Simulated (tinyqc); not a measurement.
Dopants and charged point defects at anneal temperature: Fermi-level effect, clustering and pairing: one step, computed by the program tinyqc.

Boltzmann statistics and full ionisation of active dopants. Energies are counted from the valence band; the defect (a vacancy or self-interstitial) has five charge states, with all degeneracy factors one.

Problem. Active and clustered dopant. p = A/2 + sqrt(A^2/4 + n_i^2) for an active density A. k ionised dopants and k carriers form one neutral cluster: C = N_s (A/N_s)^k (p/N_b)^k exp(E_b/k_B T), N_b the effective density of states of the majority band, and N = A + k C (60 bisections in ln A between ln N - 90 and ln N).

Inputs (values chosen for the exercise, with bands modelled on germanium):

| quantity | value | unit |
|---|---|---|
| anneal temperature T | 740 | K |
| total dopant density N | 6.7e+18 | cm^-3 |
| site density N_s | 4.7e+22 | cm^-3 |
| dopant atoms per cluster k | 4 | - |
| cluster binding energy E_b | 1.43 | eV |

Dopant: acceptor. Second part: clustering of the dopant.

E_g = 0.4901337 eV

k_B T = 0.06376827 eV

n_i = 5.892057e+17 cm^-3

E_i = 0.2218403 eV

effective density of states N_b of the majority band = 1.910349e+19 cm^-3

Give: active density A; clusters C; active share.

Solution.

active density A = 6.6934e+18 cm^-3

clusters C = 1.6473e+15 cm^-3

active share = 0.99902

Nearly all the dopant is active.
